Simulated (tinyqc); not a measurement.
What moves the exposure: standing waves and exposure in a photoresist film.

Normal incidence from air. Unexposed resist: N1 = n1 + i k1 with k1 = (A + B) lam/(4 pi), lam in micrometres. r01 = (1 - N1)/(1 + N1), t01 = 2/(1 + N1). Substrate Ns = ns + i ks: r12 = (N1 - Ns)/(N1 + Ns). With p = exp(2 pi i N1 d/lam), the field at depth z is E(z) = t01 [exp(2 pi i N1 z/lam) + r12 p^2 exp(-2 pi i N1 z/lam)]/(1 + r01 r12 p^2), the relative intensity I(z) = n1 |E(z)|^2 and the reflectance R = |(r01 + r12 p^2)/(1 + r01 r12 p^2)|^2.

Inputs chosen for the exercise (a resist on Si, indices near tabulated ones; the results hold for these values, not for the real material):
- lam = 248 nm (vacuum wavelength)
- n1 = 1.739 (resist index)
- A = 0.09 1/micrometre (bleachable absorption (Dill A))
- B = 0.85 1/micrometre (fixed absorption (Dill B))
- d = 566 nm (resist thickness)
- ns = 1.549 (substrate n)
- ks = 3.658 (substrate k)

The mean of I is over 800 depths.

One parameter was then changed.

Results before and after:
```
case     |r12|^2       R  mean I  I at the bottom
base      0.5459  0.3902  0.7771           0.2204
changed   0.5441  0.3472  0.7343           0.2009
```

Which of these changes was made? (a) B = 1.05 1/micrometre; (b) d = 576 nm; (c) ns = 1.704; (d) ks = 3.292; (e) n1 = 1.756.

Answer: (a) B = 1.05 1/micrometre. Of the candidates, run in turn, only this one gives the changed row.

All candidates:
```
case                   |r12|^2       R  mean I  I at the bottom
base                    0.5459  0.3902  0.7771           0.2204
d = 576 nm              0.5459  0.3063  0.8716           0.2489
n1 = 1.756              0.5437  0.3588  0.8138           0.2361
B = 1.05 1/micrometre   0.5441  0.3472  0.7343           0.2009
ks = 3.292              0.4939  0.3680  0.7697           0.2498
ns = 1.704              0.5221  0.3820  0.7711           0.2120
```

(tinyqc, `OMP_NUM_THREADS=1 python tinyqc.py 1682367 1682368 out.jsonl`, Intel(R) Xeon(R) Processor @ 2.30GHz, 1 thread, shared host, about 0.01 s.)
